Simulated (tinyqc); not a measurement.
Hot electrons in a saturated n-channel MOSFET, lucky-electron model: two steps of the calculation.

Beyond pinch-off the lateral field grows as Esat cosh(y/l) over the velocity-saturated region (pseudo-two-dimensional model). Impact ionisation in this region gives the substrate current, which biases the body forward through Rsub. Currents are per width. Local-field laws: they overstate ionisation when the field peak is narrower than an energy relaxation length.

Values chosen for this exercise; values close to those of silicon n-channel devices:
- L = 0.25 um (channel length)
- tox = 4.7 nm (oxide thickness)
- VT = 0.45 V (threshold)
- vs = 9.2e6 cm/s (saturation velocity)
- Ai = 2e6 1/cm (ionisation prefactor)
- Bi = 1.75 MV/cm (ionisation field)
- Rd = 0 ohm um (resistance of the lightly doped drain)
- Rsub = 9400 ohm um (substrate resistance)
- kb = 0.44 (fall of VT per volt of forward body bias)
- lm = 7.3 nm (hot-electron mean free path)
- pb = 3.2 V (oxide barrier)
- Cg = 0.0032 (prefactor of the gate current)
- m = 3.3 (lifetime exponent)
- Hl = 21000 s uA/um (lifetime constant)
- Vd = 2.2 V (drain voltage)
- Vg = 1.3 V (gate voltage)

Constants: eps0 = 8.8541878128e-14 F/cm where lengths are in cm. Results are converted to the units shown.

Problem 1. Body bias from the substrate current. Cox = 3.9 eps0/tox. Overdrive g = Vg - VT + kb Vb; Vdsat = g Esat L/(g + Esat L); Id = Cox vs (g - Vdsat); dV = Vd - Id Rd - Vdsat; Em = sqrt((dV/l)^2 + Esat^2); Isub = Id (Ai/Bi) l Em exp(-Bi/Em). Vb(new) = Rsub Isub.

Vb at the start = 0 V
l = 34.415113 nm
Esat = 0.055757576 MV/cm

Wanted: Vdsat; Id; dV; Em; Isub; Vb after iteration 1.

Solution 1.

Vdsat = 0.52802 V
Id = 217.64 uA/um
dV = 1.6720 V
Em = 0.48902 MV/cm
Isub = 11.685 uA/um
Vb after iteration 1 = 0.10984 V

Problem 2. Gate current, lifetime and channel shortening. Ig = Cg Id exp(-pb/(lm Em)); lifetime tau = (Hl/Id)(Isub/Id)^(-m); length of the saturated region dL = l ln[(dV/l + Em)/Esat]. 1 year = 3.15576e7 s.

Id = 238.82496 uA/um
dV = 1.6529743 V
Em = 0.48353032 MV/cm
Isub = 12.174177 uA/um
l = 34.415113 nm
Esat = 0.055757576 MV/cm

Wanted: Isub/Id; Ig; tau; dL.

Solution 2.

Isub/Id = 0.05098
Ig = 88.31 pA/um
tau = 0.05137 years
dL = 98.08 nm

The lifetime misses ten years.

tinyqc, about 0.01 s, one thread, Intel Xeon 2.30GHz (shared host): `OMP_NUM_THREADS=1 python tinyqc.py 2550063 2550064 out.jsonl`
